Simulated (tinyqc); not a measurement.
What moves the results: six-band hole subbands of a thin body in a field. A value that a table varies takes the place of the one given here.

Basis X, Y, Z times spin, hole energies counted downwards from the unstrained edge (the hydrostatic shift is left out), c = hbar^2/2m0. For a symmetric tensor T let C(T) have C_XX = L Txx + M (Tyy + Tzz), C_XY = N Txy (cyclic), L = c (g1 + 4 g2), M = c (g1 - 2 g2), N = 6 c g3. k = q + kz n, n the unit normal, q = k1 u + k2 v with u along the channel [1-10] and v = n x u. H = C(k k^T) + (Dso/3)(1 - L.sigma) - B + e F z with (L_k)_ij = -i epsilon_kij; B is the block C built from the traceless strain with 2b, -b and sqrt(3) d in place of L, M, N. Strain: exx = eyy = (s11 + s12) sx/2, ezz = s12 sx, exy = -s44 sx/4. Hard walls at z = 0 and t; basis sin(j pi z/t), j = 1 to Nz: kz^2 = (j pi/t)^2, kz = -i D with D_jl = 4 j l/(t (j^2 - l^2)), z_jj = t/2 and z_jl = -8 t j l/(pi (j^2 - l^2))^2 for j + l odd; 1 MV/cm = 0.01 eV/angstrom.

Nz = 14. E1 is the top subband at q = 0, gap the distance to the next pair, and the masses are c q^2/(E(q) - E1) at |q| = 0.02 1/angstrom (mean of the spin pair) along the channel [1-10] and across it in the plane; a dash marks a band that does not rise.

Constants: hbar^2/2m0 = 3.80998211 eV angstrom^2.

Values chosen for the exercise (near those of a p-type Ge channel; not measured data):

| symbol | value | unit | meaning |
|---|---|---|---|
| g1 | 13.37 |  | Luttinger gamma1 |
| g2 | 4.23 |  | gamma2 |
| g3 | 5.66 |  | gamma3 |
| Dso | 0.284 | eV | spin-orbit splitting |
| b | -2.53 | eV | tetragonal potential |
| d | -5.38 | eV | trigonal potential |
| S | (9.61, -2.64, 15) | 1/TPa | compliances s11, s12, s44 |
| face | 110 |  | surface |
| t | 45 | angstrom | body thickness |
| F | 0 | MV/cm | field across the body |
| sx | -1.5 | GPa | stress along the channel [1-10], negative in compression |

## Stress along the channel

Each row has its own sx.

Results:

| sx (GPa) | E1 (meV) | gap (meV) | m channel | m across |
|---|---|---|---|---|
| -3.0 | -76.1 | 47.8 | 0.035 | 0.175 |
| -2.0 | -31.8 | 51.6 | 0.036 | 0.161 |
| -1.0 | 8.9 | 58.2 | 0.039 | 0.138 |
| -0.5 | 26.8 | 63.4 | 0.041 | 0.123 |
| 0.0 | 42.2 | 70.8 | 0.045 | 0.106 |
| 0.5 | 53.9 | 81.3 | 0.052 | 0.089 |
| 1.0 | 61.1 | 95.6 | 0.063 | 0.074 |

How do the results move?

Under 2 GPa of compression the channel mass goes from 0.045 to 0.036 m0, the mass across from 0.106 to 0.161; the gap to the next subband is 52, 71 and 96 meV at -2, 0 and +1 GPa. The lightest channel mass of the table, 0.035 m0, is at -3.0 GPa.

## Surface orientation and number of bands

Three faces, six bands; and four bands, with Dso set to 1000 eV.

Results:

| case | E1 (meV) | gap (meV) | m channel | m across |
|---|---|---|---|---|
| (001) 6 bands | 52.4 | 183.0 | 0.050 | 0.181 |
| (001) 4 bands | 65.4 | 275.3 | 0.065 | 0.085 |
| (110) 6 bands | -10.9 | 54.4 | 0.037 | 0.151 |
| (110) 4 bands | 28.9 | 151.8 | 0.050 | 0.084 |
| (111) 6 bands | 2.3 | 115.5 | 0.044 | 0.144 |
| (111) 4 bands | 18.1 | 116.0 | 0.056 | 0.067 |

How do the results move?

With six bands the top subband is shallowest on (110) (-10.9 meV) and deepest on (001). Without the stress E1 would be 91.2, 42.2 and 38.1 meV, so the stress moves it by -38.7, -53.0 and -35.8 meV. The lightest channel mass is on (110) (0.037 m0). Dropping the split-off band moves E1 by 13.0, 39.7 and 15.8 meV and the gap by 92.4, 97.5 and 0.5 meV on the three faces, with Dso = 284 meV.

## What each parameter does

Six bands. Each row changes one parameter from the base and keeps the others.

Results:

| case | E1 (meV) | gap (meV) | m channel (m0) | m across (m0) |
|---|---|---|---|---|
| base | -10.9 | 54.4 | 0.037 | 0.151 |
| t = 55 angstrom | -19.3 | 41.7 | 0.038 | 0.149 |
| F = 0.3 MV/cm | 46.8 | 64.0 | 0.038 | 0.158 |
| sx = -2 GPa | -31.8 | 51.6 | 0.036 | 0.161 |
| g3 = 5.26 | 8.5 | 119.9 | 0.039 | 0.143 |
| g2 = 4.86 | -3.7 | 86.6 | 0.039 | 0.158 |
| Dso = 0.426 eV | -0.7 | 67.8 | 0.039 | 0.132 |
| d = -4.3 eV | -1.7 | 55.3 | 0.038 | 0.148 |

What can be read from the table?

The largest shifts from the base row, up to three for each result and ties (the steps differ in size, so this ranks the rows, not the parameters). E1 (meV): F +57.6, sx -21.0, g3 +19.3. gap (meV): g3 +65.6, g2 +32.2, Dso +13.4. m channel (m0): Dso +0.002, g2 +0.002, g3 +0.002. m across (m0): Dso -0.019, sx +0.010, g3 -0.008.

Run: tinyqc, `OMP_NUM_THREADS=1 python tinyqc.py 1252504 1252505 out.jsonl`; Intel(R) Xeon(R) Processor @ 2.30GHz, one thread, shared host; about 0.4 s of CPU time with all checks.
